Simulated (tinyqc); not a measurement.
From ratio C_s/C_B back to segregation coefficient m = C(silicon)/C(oxide): dopant redistribution at a moving silicon-oxide interface during parabolic oxidation. Computed by tinyqc, a small Python program. Command: `OMP_NUM_THREADS=1 python tinyqc.py 3019832 3019833 out.jsonl segox inv`. One thread of a shared host (Intel(R) Xeon(R) Processor @ 2.30GHz), about 0.01 s of CPU time with the checks.

Uniformly doped silicon is oxidised with x_ox = sqrt(B t); the interface advances into the silicon by alpha x_ox, alpha = 0.44. The dopant does not move in the oxide, and at the interface C(silicon) = m C(oxide).

Inputs (values chosen for the exercise, modelled on boron in silicon under dry oxygen):
```
quantity                           value    unit
dopant prefactor D0                0.862  cm^2/s
dopant activation energy E          3.48      eV
oxidation prefactor B0               746  um^2/h
oxidation activation energy E_B     1.21      eV
bulk doping C_B                  1.5e+16  1/cm^3
temperature T                       1100       C
time t                                 3       h
```

Constants: k_B = 8.617333262e-05 eV/K.

Method:
- D = D0 exp(-E/(k_B T)), converted with 1 cm^2/s = 3.6e11 um^2/h; B = B0 exp(-E_B/(k_B T)); s = alpha sqrt(B/(4 D)), the interface advance over 2 sqrt(D t).
- Temperatures in kelvin are T(C) + 273.15.
- With the dopant diffusivity D and s = alpha x_ox/(2 sqrt(D t)), in the silicon C = C_B + (C_s - C_B) erfc(y/(2 sqrt(D t)))/erfc(s), y from the original surface. Dopant balance at the interface gives C_s/C_B = 1/[1 + (1/(m alpha) - 1) g], g = sqrt(pi) s exp(s^2) erfc(s).

Question. A run gave the result below. Find the segregation coefficient m = C(silicon)/C(oxide), known to lie between 0.13 and 0.27.

ratio C_s/C_B = 0.2247113

Answer.

Each step takes the trial c = (a f_b - b f_a)/(f_b - f_a), f being the result less the target and a, b, c the logarithms of the listed values; c replaces end b, the old b replaces a if the sign of f changed, and otherwise f_a is halved.

Scan of the range:
```
segregation coefficient m = C(silicon)/C(oxide)  ratio C_s/C_B
0.130                                                 0.204275
0.147                                                 0.226370
0.166                                                 0.250041
0.187                                                 0.275030
0.212                                                 0.303282
0.239                                                 0.332112
0.270                                                 0.363239
```

False position (Illinois rule, in the logarithm of the input) inside the bracket:
```
step     end a     end b     trial  ratio C_s/C_B
1     0.130000  0.147000  0.145650       0.224648
2     0.147000  0.145650  0.145700       0.224711
3     0.147000  0.145700  0.145700       0.224711
4     0.145700  0.145700  0.145700       0.224711
```

Ratio C_s/C_B rises at every point of a 13-point scan of the range (every second point is shown), so one value fits; it is bracketed by 0.130 and 0.147. Answer: segregation coefficient m = C(silicon)/C(oxide) = 0.1457.

Caution: parabolic growth needs an oxide much thicker than the Deal-Grove length A, which fails for thin films and low temperatures; oxidation-enhanced or retarded diffusion is ignored.
